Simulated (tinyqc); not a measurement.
Bound state in one dimension: Numerov shooting, finite differences, DVR, step by step. Computed by tinyqc, a small Python program that keeps every step. Settings: points = 48. Command: `OMP_NUM_THREADS=1 python tinyqc.py 28340 28341 out.jsonl` (the two numbers bound the seeds that draw the settings). One thread of a shared host (Intel(R) Xeon(R) Processor @ 2.60GHz), about 0.01 s of CPU time with the checks.

## Numerov steps at E = -13.3

One particle of mass 1 in V = -13.57 exp(-x^2/1.79^2) (atomic units), psi = 0 at both ends:
```
parameter                value
left end                    -7
right end                    7
intervals                   48
h                     0.291667
state sought (nodes)         0
```

k_i = 2 m (E - V_i); (1 + h^2 k_(i+1)/12) y_(i+1) = 2 (1 - 5 h^2 k_i/12) y_i - (1 + h^2 k_(i-1)/12) y_(i-1), from y_0 = 0, y_1 = 0.001.

Points along the way:
```
i           x           V           k               y
0   -7.000000   -3.10e-06  -26.599994        0.000000
1   -6.708333   -0.000011  -26.599978        0.001000
2   -6.416667   -0.000036  -26.599929        0.004789
3   -6.125000   -0.000112  -26.599777        0.021932
4   -5.833333   -0.000331  -26.599337        0.100235
5   -5.541667   -0.000933  -26.598133        0.458052
16  -2.333333   -2.480970  -21.638060  6422154.437700
17  -2.041667   -3.694711  -19.210577        2.48e+07
18  -1.750000   -5.217690  -16.164619        8.79e+07
19  -1.458333   -6.987388  -12.625223        2.80e+08
20  -1.166667   -8.873404   -8.853191        7.82e+08
21  -0.875000  -10.685737   -5.228527        1.87e+09
```

## Bisection on the node count

With more sign changes than the state has nodes (the last point included) the energy is too high, else too low; the bracket starts as -13.3 to -0.05.

Trials:
```
trial             E  sign changes  y at the right end   next
1       -6.67500000             3           -3.79e+12  lower
2       -9.98750000             1           -3.76e+17  lower
3      -11.64375000             1           -1.11e+20  lower
4      -12.47187500             0            1.16e+21  raise
5      -12.05781250             1           -1.08e+20  lower
6      -12.26484375             0            1.74e+20  raise
7      -12.16132813             1           -1.72e+19  lower
8      -12.21308594             0            6.23e+19  raise
9      -12.18720703             0            1.91e+19  raise
10     -12.17426758             0            1.40e+17  raise
11     -12.16779785             1           -8.71e+18  lower
12     -12.17103272             1           -4.33e+18  lower
13     -12.17265015             1           -2.11e+18  lower
14     -12.17345886             1           -9.88e+17  lower
...             ...           ...                 ...    ...
29     -12.17416711             1           -1.95e+13  lower
30     -12.17416712             1           -2.29e+12  lower
31     -12.17416712             0            6.34e+12  raise
```

eigenvalue = -12.17416712 hartree

## The same grid by other methods

Three-point finite differences and the sine-DVR kinetic matrix of Colbert and Miller on the same points.

Lowest levels (hartree):
```
state  finite differences         DVR
0              -12.193528  -12.173553
1               -9.593430   -9.504049
2               -7.291536   -7.089463
```
